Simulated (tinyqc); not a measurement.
# Circular transfer-length structure: effects of single changes

A disc contact of radius r0 and a very wide ring contact from r1 = r0 + sp outwards lie on a thin layer; the metal has no resistance and the sheet resistance under the contacts equals Rsh.

Values chosen for this exercise:

| symbol | value | unit | meaning |
|---|---|---|---|
| Rsh | 2900 | ohm/sq | sheet resistance of the semiconductor layer |
| rc | 2.2e-7 | ohm cm^2 | specific contact resistivity |
| r0 | 1.3 | um | radius of the inner contact |
| sp | 1.1 | um | gap between the contacts |

Each table varies one quantity; the others keep the values above.

## Resistance against gap

Transfer length Lt = sqrt(rc/Rsh). R = (Rsh/2 pi) [(Lt/r0) I0(r0/Lt)/I1(r0/Lt) + ln(r1/r0) + (Lt/r1) K0(r1/Lt)/K1(r1/Lt)] with modified Bessel functions; for r0 >> Lt both ratios tend to 1. The last column is Rsh (sp + 2 Lt)/(2 pi r0).

Results:
```
sp (um)	R (ohm)	large-radius form (ohm)	linear form (ohm)
0.085	89.40	89.18	92.03
0.13	103.3	103.0	108.0
0.2	124.1	123.8	132.9
0.49	201.6	201.0	235.8
0.76	263.6	262.9	331.7
1.2	349.6	348.8	487.9
1.8	445.9	445.0	700.9
```

Estimate the missing row, sp = 0.32 um.

Computed row:
```
sp (um)	R (ohm)	large-radius form (ohm)	linear form (ohm)
0.32	157.8	157.3	175.5
```

With this row back in the table: R rises from 89.4 to 446 ohm. The linear form is 2.9 % above it in the first row and 57 % above it in the last, where ln(1 + sp/r0) has bent well below sp/r0. A straight line through the end rows, read with the linear form, gives Rsh = 1700 ohm/sq and Lt = 0.173 um, against 2900 and 0.0871.

## Effect of the inner radius

Same model as above.

Effect of the inner radius:
```
r0 (um)	r0/Lt	inner contact (ohm)	rc/(pi r0^2) (ohm)	Rsh Lt/(2 pi r0) (ohm)
0.042	0.48221	4084.1	3969.9	957.15
0.084	0.96442	1103.6	992.46	478.58
0.17	1.9518	342.86	242.31	236.47
0.33	3.7888	142.50	64.305	121.82
0.67	7.6924	64.342	15.600	60.001
1.3	14.926	32.015	4.1437	30.923
2.7	30.999	15.135	0.96061	14.889
```

The inner contact goes as r0^(-1.89) between the first two rows, where it is 2.9 % above rc over the area, and as r0^(-1.03) between the last two, where it is 1.7 % above the rim form: a small disc uses its whole area, a large one only a rim of width Lt.

Numbers from tinyqc (`OMP_NUM_THREADS=1 python tinyqc.py 2760007 2760008 out.jsonl`; about 0.01 s on one thread of a shared Intel Xeon 2.30GHz).
